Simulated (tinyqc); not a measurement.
## Gate work function from the charge

Question. For an undoped double gate, Q = 8 eps0 eps_r Vt beta tan(beta)/ts with 0 < beta < pi/2, and at the source (Vg - dphi)/(2 Vt) - ln[(2/ts) sqrt(2 eps0 eps_r Vt/(q ni))] = ln(beta) - ln(cos beta) + 2 r beta tan(beta), r = eps_r tox/(eox ts). Find beta and dphi.

Values chosen for this exercise; material values those of a made-up semiconductor:

| symbol | value | unit | meaning |
|---|---|---|---|
| T | 300 | K | temperature |
| eps_r | 10.9 |  | relative permittivity of the semiconductor |
| eox | 7.69 |  | relative permittivity of the gate insulator |
| tox | 6 | nm | insulator thickness |
| ts | 8 | nm | body thickness |
| Vg | 0.21 | V | gate voltage |

Constants: q = 1.602176634e-19 C, kB = 1.380649e-23 J/K, Vt = kB T/q, eps0 = 8.8541878128e-14 F/cm where lengths are in cm. Results are converted to the units shown.

Qs = 29.094977 nC/cm^2
ni = 7.8093478e11 cm^-3

Solution. beta tan(beta) rises from 0 without bound on the interval, so the charge fixes beta; the second relation is then explicit in dphi.

beta = 0.335
dphi = -0.130 V

Numbers from tinyqc (`OMP_NUM_THREADS=1 python tinyqc.py 2440070 2440071 out.jsonl`; about 0.02 s on one thread of a shared Intel Xeon 2.30GHz).
